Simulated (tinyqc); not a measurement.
Inside a calculation. Method: RHF in the sto-3g basis, for H3+, spin multiplicity 1. One step of it, computed by the program tinyqc.

Problem. Iteration 2: building the Fock matrix. J_ij = sum D_kl (ij|kl), K_ij = sum D_kl (ik|jl); F = H + J - 0.5 K; E = tr D H + tr D J / 2 - 0.25 tr D K + E_nn.

D after iteration 1:
```
          1H 1s     2H 1s     3H 1s
1H 1s  0.753430  0.329715  0.329407
2H 1s  0.329715  0.148402  0.148270
3H 1s  0.329407  0.148270  0.148139
```

core Hamiltonian H = T + V (hartree):
```
           1H 1s      2H 1s      3H 1s
1H 1s  -1.745651  -1.262624  -1.262039
2H 1s  -1.262624  -1.508661  -0.693882
3H 1s  -1.262039  -0.693882  -1.508383
```

Two-electron integrals (ij|kl) in chemists' order, unique and non-zero (hartree):
```
(11|11) 0.774606   (21|11) 0.431558   (21|21) 0.282591   (22|11) 0.561376
(22|21) 0.431558   (22|22) 0.774606   (31|11) 0.431309   (31|21) 0.236438
(31|22) 0.304753   (31|31) 0.282309   (32|11) 0.206941   (32|21) 0.130110
(32|22) 0.191824   (32|31) 0.130054   (32|32) 0.067763   (33|11) 0.561211
(33|21) 0.304841   (33|22) 0.390801   (33|31) 0.431309   (33|32) 0.191824
(33|33) 0.774606
```

nuclear repulsion = 1.79284468 hartree

Give: Coulomb J; exchange K; Fock matrix F; total energy of this density.

Solution.

Coulomb J (hartree):
```
        1H 1s   2H 1s   3H 1s
1H 1s  1.3802  0.8151  0.8146
2H 1s  0.8151  1.1380  0.4044
3H 1s  0.8146  0.4044  1.1376
```

exchange K (hartree):
```
        1H 1s   2H 1s   3H 1s
1H 1s  1.3062  0.8973  0.8967
2H 1s  0.8973  0.7651  0.5897
3H 1s  0.8967  0.5897  0.7643
```

Fock matrix F (hartree):
```
         1H 1s    2H 1s    3H 1s
1H 1s  -1.0186  -0.8962  -0.8958
2H 1s  -0.8962  -0.7532  -0.5843
3H 1s  -0.8958  -0.5843  -0.7529
```

total energy of this density = -1.195950 hartree

This density is a damped mixture and is not idempotent.
